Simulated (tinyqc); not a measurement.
Length of a polyene: Hueckel, PPP and singles CI along the polyenes. Computed by the program tinyqc. Hueckel uses the same beta without repulsion; CIS keeps all single excitations and so misses the low, doubly excited 2Ag state. W is the valence ionisation energy of a centre, MN the Mataga-Nishimoto formula, f the oscillator strength.

All-trans chains of carbon centres 1.40 angstrom apart:
```
parameter                               value
beta (eV), times 1 +/- alternation  -2.560000
alternation                          0.050000
W (eV)                              11.160000
gamma_rr (eV)                       10.780000
repulsion formula                          MN
```

Gaps and excitations (eV):
```
centres  Hueckel gap  PPP orbital gap  bright singlet (CIS)      f  lowest triplet (CIS)
2              5.376           10.640                 8.134  0.697                 2.618
4              3.469            8.150                 5.737  1.134                 1.653
6              2.599            6.902                 4.608  1.600                 1.217
10             1.792            5.657                 3.502  2.455                 0.834
12             1.574            5.306                 3.191  2.846                 0.738
```

Estimate the missing row, centres = 8.

Computed row:
```
centres  Hueckel gap  PPP orbital gap  bright singlet (CIS)      f  lowest triplet (CIS)
8              2.107            6.153                 3.942  2.041                 0.980
```

The Hueckel gap tends to 4 x alternation x |beta| = 0.51 eV for long chains. Exchange opens the PPP orbital gap, and the attraction of electron and hole brings the bright state 2.12 eV below it at 12 centres; the triplet lies 2.45 eV lower still.
